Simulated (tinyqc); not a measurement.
## Permittivity and interface capacitance from two thicknesses

Inverse problem. 1/C = t/(eps0 ek) + 2/ci for planar capacitors that differ only in thickness. Find ek, ci and the EOT of the interfaces, 2 x 3.9 eps0/ci.

Constants: eps0 = 8.8541878128e-14 F/cm where lengths are in cm. Results are converted to the units shown.

C at t = 17 and 52 nm (uF/cm^2): 1.1124539  0.36870640

Solution. 1/C is a straight line in t: the slope gives ek and the intercept 2/ci. A single thickness would give only the effective permittivity; when the interfaces are a small part of 1/C, ci needs very accurate data.

ek = 21.80
ci = 110.0 uF/cm^2
EOT of the interfaces = 0.06278 nm

tinyqc, about 0.01 s, one thread, Intel Xeon 2.30GHz (shared host): `OMP_NUM_THREADS=1 python tinyqc.py 2102139 2102140 out.jsonl`
